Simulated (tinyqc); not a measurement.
Plane-wave Kohn-Sham cycle with exchange-only LDA in a layered model solid, step by step. Computed by tinyqc, a small Python program that keeps every step. Settings: points = 16, plane-wave index or count = 3, electrons = 2, k points = 4, area = 8.0, mixing = 0.8, iteration cap = 61, Pulay depth = 5. Command: `OMP_NUM_THREADS=1 python tinyqc.py 21046 21047 out.jsonl` (the two numbers bound the seeds that draw the settings). One thread of a shared host (Intel(R) Xeon(R) Processor @ 2.60GHz), about 0.04 s of CPU time with the checks. Later iterations appear only in the table of the cycle.

## Iteration 1: potential

A solid whose potential varies along x alone (atomic units):
```
parameter                      value
period a                   14.500000
cross-section of the cell   8.000000
electrons per cell                 2
grid points                       16
plane waves -n..n, n               3
k points                           4
V1 in V1 cos(2 pi x/a)     -0.240000
V2 in V2 cos(4 pi x/a)     -0.030000
```

density at the start, on the grid x_j = j a/N (e/bohr^3): 0.01724138  0.01724138  0.01724138  0.01724138  0.01724138  0.01724138  0.01724138  0.01724138  0.01724138  0.01724138  0.01724138  0.01724138  0.01724138  0.01724138  0.01724138  0.01724138

V_H(G) = 4 pi rho(G)/G^2 for G != 0 (uniform background); v_x = -(3 rho/pi)^(1/3); V = V_ext + V_H + v_x; Fourier components f(G_m) = (1/N) sum_j f(x_j) exp(-i G_m x_j).

Potentials on the grid (hartree):
```
x              V_ext       V_H        v_x          V
0.000000   -0.270000  0.000000  -0.254398  -0.524398
0.906250   -0.242944  0.000000  -0.254398  -0.497343
1.812500   -0.169706  0.000000  -0.254398  -0.424104
2.718750   -0.070631  0.000000  -0.254398  -0.325029
3.625000    0.030000  0.000000  -0.254398  -0.224398
4.531250    0.113057  0.000000  -0.254398  -0.141341
5.437500    0.169706  0.000000  -0.254398  -0.084693
6.343750    0.200518  0.000000  -0.254398  -0.053881
7.250000    0.210000  0.000000  -0.254398  -0.044398
8.156250    0.200518  0.000000  -0.254398  -0.053881
9.062500    0.169706  0.000000  -0.254398  -0.084693
9.968750    0.113057  0.000000  -0.254398  -0.141341
10.875000   0.030000  0.000000  -0.254398  -0.224398
11.781250  -0.070631  0.000000  -0.254398  -0.325029
12.687500  -0.169706  0.000000  -0.254398  -0.424104
13.593750  -0.242944  0.000000  -0.254398  -0.497343
```

V(G_m), m = 0, 1, 2, ... (hartree): -0.254398  -0.120000  -0.015000  0.000000  0.000000  0.000000  0.000000

## Iteration 1: Hamiltonian at one k

k = 0.125000 2 pi / a

H(m,m') = (k + G_m)^2/2 delta + V(G_m - G_m'), with V(-G) = V(G).

H (hartree), lower triangle:
```
           -3         -2         -1         +0         +1         +2        +3
-3   0.521615
-2  -0.120000   0.075664
-1  -0.015000  -0.120000  -0.182518
+0   0.000000  -0.015000  -0.120000  -0.252932
+1   0.000000   0.000000  -0.015000  -0.120000  -0.135576
+2   0.000000   0.000000   0.000000  -0.015000  -0.120000   0.169549
+3   0.000000   0.000000   0.000000   0.000000  -0.015000  -0.120000  0.662442
```

## Iteration 1: levels at that k

Diagonalise the Hermitian matrix.

eigenvalues (hartree): -0.406499  -0.196786  -0.070432  0.100752  0.188745  0.552167  0.690298

## Iteration 1: new density

Motion across x is left out: the lowest 1 band(s) hold two electrons at each of the k points (j + 1/2)/nk - 1/2. Residual R = rho(out) - rho(in); rho(new) = rho(in) + 0.8 R. rho(out) = 2/(a A nk) sum |psi|^2 with psi = sum c exp(i G x). Harris energy E = band energy - dV sum rho (V_H/2 + v_x) + (3/4) dV sum rho v_x with rho(in), dV = a A/N, band energy = (2/nk) sum of the filled levels.

rho(out) (e/bohr^3): 0.06597881  0.05487488  0.03168938  0.01296547  0.00400592  0.00106434  0.00027170  0.00006082  0.00001820  0.00006082  0.00027170  0.00106434  0.00400592  0.01296547  0.03168938  0.05487488

density after iteration 1 (e/bohr^3): 0.05623133  0.04734818  0.02879978  0.01382065  0.00665302  0.00429975  0.00366564  0.00349693  0.00346283  0.00349693  0.00366564  0.00429975  0.00665302  0.01382065  0.02879978  0.04734818

energy per cell = -0.68565632 hartree

## Iteration 2: potential

As before.

Potentials on the grid (hartree):
```
x              V_ext        V_H        v_x          V
0.000000   -0.270000   1.706911  -0.377268   1.059643
0.906250   -0.242944   1.513783  -0.356253   0.914586
1.812500   -0.169706   1.018480  -0.301847   0.546928
2.718750   -0.070631   0.400308  -0.236320   0.093357
3.625000    0.030000  -0.189611  -0.185210  -0.344821
4.531250    0.113057  -0.674354  -0.160130  -0.721427
5.437500    0.169706  -1.026918  -0.151836  -1.009048
6.343750    0.200518  -1.239737  -0.149470  -1.188689
7.250000    0.210000  -1.310812  -0.148982  -1.249794
8.156250    0.200518  -1.239737  -0.149470  -1.188689
9.062500    0.169706  -1.026918  -0.151836  -1.009048
9.968750    0.113057  -0.674354  -0.160130  -0.721427
10.875000   0.030000  -0.189611  -0.185210  -0.344821
11.781250  -0.070631   0.400308  -0.236320   0.093357
12.687500  -0.169706   1.018480  -0.301847   0.546928
13.593750  -0.242944   1.513783  -0.356253   0.914586
```

V(G_m), m = 0, 1, 2, ... (hartree): -0.225524  0.563742  0.062505  0.013325  0.002778  0.000294  -0.000068

## Iteration 2: Hamiltonian at one k

k = 0.125000 2 pi / a

As before.

H (hartree), lower triangle:
```
           -3        -2         -1         +0         +1        +2        +3
-3   0.550490
-2   0.563742  0.104539
-1   0.062505  0.563742  -0.153643
+0   0.013325  0.062505   0.563742  -0.224057
+1   0.002778  0.013325   0.062505   0.563742  -0.106701
+2   0.000294  0.002778   0.013325   0.062505   0.563742  0.198423
+3  -0.000068  0.000294   0.002778   0.013325   0.062505  0.563742  0.691317
```

## Iteration 2: levels at that k

As before.

eigenvalues (hartree): -1.058037  -0.673867  -0.278446  0.145574  0.581403  1.088828  1.254914

## Iteration 2: new density

B (overlaps of the stored error matrices):
```
                1               2
1   7.9986237e-03  -1.1113195e-02
2  -1.1113195e-02   2.4396859e-02
```

Motion across x is left out: the lowest 1 band(s) hold two electrons at each of the k points (j + 1/2)/nk - 1/2. Residual R = rho(out) - rho(in); rho(new) = rho(in) + 0.8 R; Pulay mixing then takes sum c_i of the stored mixed densities, with c from B_ij = sum R_i R_j as in DIIS. rho(out) = 2/(a A nk) sum |psi|^2 with psi = sum c exp(i G x). Harris energy E = band energy - dV sum rho (V_H/2 + v_x) + (3/4) dV sum rho v_x with rho(in), dV = a A/N, band energy = (2/nk) sum of the filled levels.

rho(out) (e/bohr^3): 0.00000477  0.00000149  0.00001334  0.00003223  0.00051521  0.00562485  0.02661705  0.06330694  0.08363507  0.06330694  0.02661705  0.00562485  0.00051521  0.00003223  0.00001334  0.00000149

DIIS coefficients: 0.650107  0.349893

density after iteration 2 (e/bohr^3): 0.04049270  0.03409516  0.02074204  0.00996107  0.00493495  0.00467067  0.01009007  0.02023862  0.02590421  0.02023862  0.01009007  0.00467067  0.00493495  0.00996107  0.02074204  0.03409516

energy per cell = -2.97584746 hartree

## Convergence

Stop when sqrt(dV sum R^2) is below 1e-8, dV = a A/N.

Course of the cycle:
```
iteration  E (hartree)  norm of the residual
1          -0.68565632              2.41e-01
2          -2.97584746              4.21e-01
3          -0.74449942              2.35e-01
4          -0.43315665              1.18e-01
5          -0.47120850              1.68e-01
6          -0.53986424              1.95e-01
7          -1.39612381              3.38e-01
8          -0.50597789              1.91e-01
9          -1.11344509              3.71e-01
10         -0.67293776              2.75e-01
11         -0.43379168              1.18e-01
...                ...                   ...
30         -0.39439880              1.36e-03
31         -0.39439812              9.73e-04
32         -0.39439749              5.36e-04
33         -0.39439730              1.79e-04
34         -0.39439727              2.02e-06
35         -0.39439727              2.43e-06
36         -0.39439727              1.10e-07
37         -0.39439727              5.48e-08
38         -0.39439727              5.29e-08
39         -0.39439727              2.96e-08
40         -0.39439727              3.40e-09
```

Converged in 40 iterations. Before convergence this energy mixes input and output and is not variational, so it may rise towards its limit.
